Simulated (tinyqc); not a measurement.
## Hot electrons in a saturated n-channel MOSFET, lucky-electron model: effect of the drain voltage

Beyond pinch-off the lateral field grows as Esat cosh(y/l) over the velocity-saturated region (pseudo-two-dimensional model). Impact ionisation in this region gives the substrate current, which biases the body forward through Rsub. Currents are per width. Local-field laws: they overstate ionisation when the field peak is narrower than an energy relaxation length.

Cox = 3.9 eps0/tox, l = sqrt(3 tox xj), Esat = 2 vs/mu. Overdrive g = Vg - VT + kb Vb; Vdsat = g Esat L/(g + Esat L); Id = Cox vs (g - Vdsat); dV = Vd - Id Rd - Vdsat; Em = sqrt((dV/l)^2 + Esat^2); Isub = Id (Ai/Bi) l Em exp(-Bi/Em). Vb = Rsub Isub is solved self-consistently. Lifetime tau = (Hl/Id)(Isub/Id)^(-m); 1 year = 3.15576e7 s.

Inputs (values chosen for the exercise); values close to those of silicon n-channel devices:

| symbol | value | unit | meaning |
|---|---|---|---|
| L | 0.8 | um | channel length |
| tox | 20 | nm | oxide thickness |
| xj | 300 | nm | junction depth |
| VT | 0.58 | V | threshold |
| mu | 260 | cm^2/(V s) | effective mobility |
| vs | 7.3e6 | cm/s | saturation velocity |
| Ai | 2e6 | 1/cm | ionisation prefactor |
| Bi | 1.73 | MV/cm | ionisation field |
| Rd | 0 | ohm um | resistance of the lightly doped drain |
| Rsub | 13000 | ohm um | substrate resistance |
| kb | 0.43 |  | fall of VT per volt of forward body bias |
| m | 2.7 |  | lifetime exponent |
| Hl | 11000 | s uA/um | lifetime constant |
| Vg | 1.5 | V | gate voltage |

Constants: eps0 = 8.8541878128e-14 F/cm where lengths are in cm. Results are converted to the units shown.

Results:
```
Vd (V)  Id (uA/um)  Em (MV/cm)  Isub (uA/um)   Isub/Id  tau (years)
2.2          19.71      0.1209      2.254e-5  1.144e-6     1.951e11
2.46         19.71      0.1383      1.569e-4  7.960e-6      1.035e9
2.71         19.71      0.1556      7.039e-4  3.571e-5      1.799e7
2.97         19.71      0.1738      0.002522  1.280e-4      5.735e5
3.23         19.71      0.1922      0.007251  3.678e-4      3.314e4
3.74         19.72      0.2288       0.03645  0.001849        423.6
4            19.73      0.2477       0.07010  0.003554        72.50
```

Estimate the missing row, Vd = 3.49 V.

Computed row:
```
Vd (V)  Id (uA/um)  Em (MV/cm)  Isub (uA/um)   Isub/Id  tau (years)
3.49         19.71      0.2108       0.01760  8.928e-4         3023
```

With this row back in the table: As Vd goes from 2.2 to 4 V, Em rises from 0.121 to 0.248 MV/cm, Isub rises from 2.25e-5 to 0.0701 uA/um and tau falls from 1.95e11 to 72.5 years. The slope of ln(tau) against 1/Vd is 109 V between the first two rows and 102 V between the last two. For Vd = 2.2 to 3.49 V tau is a far extrapolation that only says that hot carriers are no limit.

Numbers from tinyqc (`OMP_NUM_THREADS=1 python tinyqc.py 2550106 2550107 out.jsonl`; about 0.01 s on one thread of a shared Intel Xeon 2.30GHz).
